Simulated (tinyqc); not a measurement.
Thermal stress, cracking, delamination and buckling of a thin film; Griffith cracks and misfitting inclusions. Changing the flaw half length a. Computed by tinyqc, a small Python program. Command: `OMP_NUM_THREADS=1 python tinyqc.py 3026562 3026563 out.jsonl filmcrack sweep`. One thread of a shared host (Intel(R) Xeon(R) Processor @ 2.30GHz), about 0.02 s of CPU time with the checks.

Isotropic linear elasticity; the substrate is much thicker than the film; stress is positive in tension.

Inputs (values chosen for the exercise, for a model film): substrate Young's modulus E_s = 162 GPa; substrate Poisson ratio nu_s = 0.24; substrate surface energy gamma_s = 1.2 J/m^2.

Method. Through crack of length 2a in plane strain: K_Ic = sqrt(2 gamma_s E_s/(1 - nu_s^2)); fracture stress = K_Ic/sqrt(pi a). An edge crack of depth a has K larger by 1.1215.

One run for each value:
```
flaw half length a (micrometre)  fracture stress, inner crack (MPa)  fracture stress, edge crack (MPa)
0.01                                                         3623.9                             3231.3
0.032                                                        2025.8                             1806.3
0.1                                                          1146.0                             1021.8
0.32                                                          640.6                              571.2
1                                                             362.4                              323.1
3.2                                                           202.6                              180.6
10                                                            114.6                              102.2
32                                                             64.1                               57.1
100                                                            36.2                               32.3
```

Over the rows, fracture stress, inner crack (MPa) falls from 3620 to 36.2 (exponent d ln y / d ln x about -0.50 throughout); fracture stress, edge crack (MPa) falls from 3230 to 32.3 (exponent d ln y / d ln x about -0.50 throughout). The exponent of fracture stress, inner crack stays at -0.50: Griffith's law.
